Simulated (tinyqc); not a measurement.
Coupled-perturbed Hartree-Fock on RHF in the sto-3g basis, for H2, spin multiplicity 1, step by step. Computed by tinyqc, a small Python program that keeps every step (integrals from PySCF). Settings: charge = 0, multiplicity = 1, basis = sto-3g, method = RHF, energy threshold = 1e-10, iteration cap = 55, orthogonalisation = symmetric, start = atomic densities, DIIS depth = 6. Command: `OMP_NUM_THREADS=1 python tinyqc.py 31632 31633 out.jsonl` (the two numbers bound the seeds that draw the settings). One thread of a shared host (Intel(R) Xeon(R) Processor @ 2.60GHz), about 0.1 s of CPU time with the checks. The early iterations of the SCF are left out here.

## One-electron integrals

Geometry (angstrom):
```
atom       x       y       z
H     0.0000  0.0000  0.0000
H     0.0000  0.0000  0.6300
```

Basis sto-3g: exponents (1/bohr^2) and contraction coefficients of normalised primitives:
```
element  l (shell)  exponent  coefficient
H            s (1)    3.4253       0.1543
H            s (1)    0.6239       0.5353
H            s (1)    0.1689       0.4446
```

Overlap, kinetic and nuclear-attraction integrals over the contracted functions; the nuclear repulsion is the sum of Za Zb / Rab.

nuclear repulsion = 0.839964 hartree

overlap S:
```
        1H 1s   2H 1s
1H 1s  1.0000  0.7319
2H 1s  0.7319  1.0000
```

kinetic energy T (hartree):
```
        1H 1s   2H 1s
1H 1s  0.7600  0.3080
2H 1s  0.3080  0.7600
```

nuclear attraction V (hartree):
```
         1H 1s    2H 1s
1H 1s  -1.9579  -1.4005
2H 1s  -1.4005  -1.9579
```

core Hamiltonian H = T + V (hartree):
```
         1H 1s    2H 1s
1H 1s  -1.1979  -1.0925
2H 1s  -1.0925  -1.1979
```

## Two-electron integrals

Functions are numbered as in S; the eight-fold symmetry (ij|kl) = (ji|kl) = (kl|ij) leaves the list below.

Two-electron integrals (ij|kl) in chemists' order, unique and non-zero (hartree):
```
(11|11) 0.7746   (21|11) 0.5088   (21|21) 0.3760   (22|11) 0.6119
(22|21) 0.5088   (22|22) 0.7746
```

## Orthogonalisation

S = U s U^T; symmetric (Loewdin) form X = U s^(-1/2) U^T, so that X^T S X = 1.

eigenvalues of S: 0.2681  1.7319

X:
```
         1H 1s    2H 1s
1H 1s   1.3456  -0.5858
2H 1s  -0.5858   1.3456
```

## Iteration 3 (converged): orbitals

converged F (hartree):
```
         1H 1s    2H 1s
1H 1s  -0.4358  -0.6498
2H 1s  -0.6498  -0.4358
```

Diagonalise F' = X^T F X, C = X C', fill 1 alpha and 1 beta electrons from the bottom; D = 2 C_occ C_occ^T. Each column has its largest component positive (the first on a tie).

F' = X^T F X (hartree):
```
         1        2
1   0.0857  -0.7125
2  -0.7125   0.0857
```

orbital energies (hartree): MO1 -0.6268, MO2 0.7983

coefficients C:
```
          MO1      MO2
1H 1s  0.5373   1.3657
2H 1s  0.5373  -1.3657
```

D after iteration 3:
```
        1H 1s   2H 1s
1H 1s  0.5774  0.5774
2H 1s  0.5774  0.5774
```

## Convergence

Stop when the energy changes by less than 1e-10 hartree and every element of the error matrix X^T (F D S - S D F) X is below 3e-06.

Course of the cycle:
```
iteration  E (hartree)     change  largest element of the error matrix
1            -0.803824          -                             6.02e-16
2            -1.109283  -3.05e-01                               0.0000
3            -1.109283     0.0000                               0.0000
```

PySCF RHF in the same basis = -1.109283 hartree

Converged in 3 iterations.

## Integrals over molecular orbitals

(pq|rs) = sum C_ip C_jq C_kr C_ls (ij|kl), one index at a time.

one-electron integrals over orbitals h = C^T H C (hartree):
```
         1        2
1  -1.3225   0.0000
2   0.0000  -0.3931
```

Two-electron integrals over orbitals (pq|rs), unique and non-zero (hartree):
```
(11|11) 0.6957   (21|21) 0.1753   (22|11) 0.6833   (22|22) 0.7186
```

## Response to a field: uncoupled start

dipole integrals <a|z|i> (bohr):
```
         i1
a2  -0.8736
```

Field along z; U_ai = -mu_ai / (e_a - e_i), alpha = -4 sum U_ai mu_ai.

uncoupled U:
```
        i1
a2  0.6130
```

uncoupled polarisability = 2.1422 bohr^3

## Coupled step 1

U_ai = -(mu_ai + sum_bj [4 (ai|bj) - (ab|ij) - (aj|bi)] U_bj) / (e_a - e_i); alpha = -4 sum U_ai mu_ai.

U after step 1:
```
        i1
a2  0.6808
```

polarisability = 2.3789 bohr^3

## Coupled step 2

As before.

U after step 2:
```
        i1
a2  0.6883
```

polarisability = 2.4051 bohr^3

## Coupled polarisability

Repeat until U stops changing; compare with -d2E/dF2.

Course of the coupled iterations:
```
step  alpha (bohr^3)
0             2.1422
1             2.3789
2             2.4051
3             2.4080
4             2.4083
5             2.4083
6             2.4083
7             2.4083
8             2.4083
9             2.4083
```

coupled polarisability = 2.4083 bohr^3

finite-field check, fields of +/-0.001 au = 2.4083 bohr^3
